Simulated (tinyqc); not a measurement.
## Series resistance and mobility from two gate lengths

Inverse problem. At small Vds the total resistance times width is 2 Rs + L/(mu Q), with the same mu and Q at both lengths. Find mu and Rs.

total resistance at L = 30 and 80 nm (ohm um): [172.38692, 226.36511]
Q = 1.57 uC/cm^2

Solution. The slope against L is 1/(mu Q), and the intercept at L = 0 is 2 Rs.

mu = 590 cm^2/(V s)
Rs = 70.0 ohm um

Program tinyqc, `OMP_NUM_THREADS=1 python tinyqc.py 2380068 2380069 out.jsonl`; Intel Xeon 2.30GHz, shared host, one thread, about 0.01 s.
